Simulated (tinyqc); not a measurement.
Spin coating of a resist or spin-on film: centrifugal thinning, evaporation and the final thickness (Emslie and Meyerhofer models): one step, computed by the program tinyqc. Command: `OMP_NUM_THREADS=1 python tinyqc.py 3111382 3111383 out.jsonl spincoat walk`. One thread of a shared host (Intel(R) Xeon(R) Processor @ 2.30GHz), about 0.09 s of CPU time with the checks.

A Newtonian film stays uniform over the wafer; solvent and solids have the same density and the concentration is uniform through the thickness.

Problem. Thinning without evaporation. dh/dt = -K h^3 gives h = h0/sqrt(1 + 2 K h0^2 t); for long times h = 1/sqrt(2 K t).

Inputs (values chosen for the exercise, of the order of those of a polymer resist in an ester solvent): starting thickness h0 = 400 micrometre; time t = 3 s.

flow constant K = 0.09964234 1/(micrometre^2 s)

Give: h(t) without evaporation; long-time form; time 1/(2 K h0^2).

Solution.

h(t) without evaporation = 1.2933 micrometre

long-time form = 1.2933 micrometre

time 1/(2 K h0^2) = 3.1362e-05 s

The long-time form is within 5.2e-4 %: the starting thickness is forgotten. Caution: above a Reynolds number of about 3e5 the air flow near the rim turns turbulent, and evaporation is no longer uniform.
